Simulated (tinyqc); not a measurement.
# Read current of a NAND string, cells in series solved by shooting: two studies

Cells in series, numbered from 0 at the source line (0 V) to the bit line, each followed by a gap resistance Rg. A cell with gate Vg, threshold VT, source Vs and drain Vd passes I = 2 nf K Vt^2 [F(Vs) - F(Vd)]/(1 + th max(Vg - VT, 0)), F(V) = ln^2(1 + exp((Vg - VT - nf V)/(2 nf Vt))). The selected cell has Vg = Vr, the others Vg = Vp.

Parameters, values chosen for the exercise; values of the order met in vertical NAND strings:
```
symbol  value    unit                                 meaning
T         300       K                             temperature
K          15  uA/V^2                   gain factor of a cell
nf        1.7                                    slope factor
th       0.11     1/V               mobility reduction factor
Rg         11    kohm     resistance of the gap between cells
Vbl       0.3       V                        bit-line voltage
Vp        7.4       V                            pass voltage
Ve       -1.4       V             threshold of an erased cell
Vh        4.2       V          threshold of the highest state
Vx        0.9       V          threshold of the selected cell
Is         20      nA                         sensing current
Vr       1.54       V  read voltage on the selected word line
```

Constants: q = 1.602176634e-19 C, kB = 1.380649e-23 J/K, Vt = kB T/q. Results are converted to the units shown.

Each table varies one quantity; the others keep the values above.

## Read current against the number of cells

For a trial current I start at 0 V and, cell by cell, solve for the drain: sqrt(F(Vd)) = sqrt(F(Vs) - I/k), k = 2 nf K Vt^2/(1 + th max(Vg - VT, 0)), Vd = [Vg - VT - 2 nf Vt ln(exp(sqrt F) - 1)]/nf, then add I Rg. The string current is the I for which the last node reaches Vbl. The apparent threshold is the Vr at which I = Is. Background: all other cells erased (VT = Ve) or all in the highest state (VT = Vh); ratio and shift are high over erased and high minus erased. The selected cell is in the middle, cell n/2.

Result of one run:
```
n,"I, others erased (uA)","I, others high (uA)",ratio,"apparent VT, erased (V)","apparent VT, high (V)",background shift (mV)
96,0.1111,0.07230,0.6511,0.9551,0.9773,22.21
```

What becomes of these results when the number of cells n is changed from 96 to 8, all else the same?

Result of the changed run:
```
n,"I, others erased (uA)","I, others high (uA)",ratio,"apparent VT, erased (V)","apparent VT, high (V)",background shift (mV)
8,0.7753,0.6082,0.7845,0.9160,0.9178,1.818
```

The whole series:
```
n,"I, others erased (uA)","I, others high (uA)",ratio,"apparent VT, erased (V)","apparent VT, high (V)",background shift (mV)
8,0.7753,0.6082,0.7845,0.9160,0.9178,1.818
16,0.5036,0.3646,0.7240,0.9196,0.9232,3.642
32,0.2953,0.2018,0.6833,0.9267,0.9340,7.308
64,0.1614,0.1065,0.6596,0.9409,0.9556,14.71
96,0.1111,0.07230,0.6511,0.9551,0.9773,22.21
128,0.08464,0.05473,0.6467,0.9694,0.9992,29.84
192,0.05735,0.03683,0.6423,0.9979,1.044,45.77
```

With erased neighbours the current falls from 0.775 to 0.0573 uA, as n^(-0.62) between the first two rows and n^(-0.96) between the last two (-1 once the series resistance rules). The ratio falls from 0.784 to 0.642 and the background shift rises from 1.82 to 45.8 mV.

## Effect of the read voltage on the selected word line

Same model as above.

The string has 64 cells and the selected one is cell 32.

The same in every row: apparent VT, erased (V) = 0.9409; apparent VT, high (V) = 0.9556; background shift (mV) = 14.71.

Effect of the read voltage on the selected word line:
```
Vr (V),"I, others erased (uA)","I, others high (uA)",ratio
0.6,3.576e-5,3.574e-5,0.9994
1,0.03511,0.02911,0.8290
1.4,0.1523,0.1026,0.6733
1.8,0.1681,0.1093,0.6501
2.2,0.1720,0.1109,0.6447
2.6,0.1738,0.1116,0.6423
3,0.1749,0.1121,0.6409
3.4,0.1755,0.1123,0.6400
```

What does the table show?

As Vr goes from 0.6 to 3.4 V, the current with erased neighbours rises from 3.58e-5 to 0.176 uA, that with high neighbours rises from 3.57e-5 to 0.112 uA and the ratio falls from 0.999 to 0.640. The apparent thresholds do not depend on Vr.

tinyqc, about 0.6 s, one thread, Intel Xeon 2.30GHz (shared host): `OMP_NUM_THREADS=1 python tinyqc.py 2142047 2142048 out.jsonl`
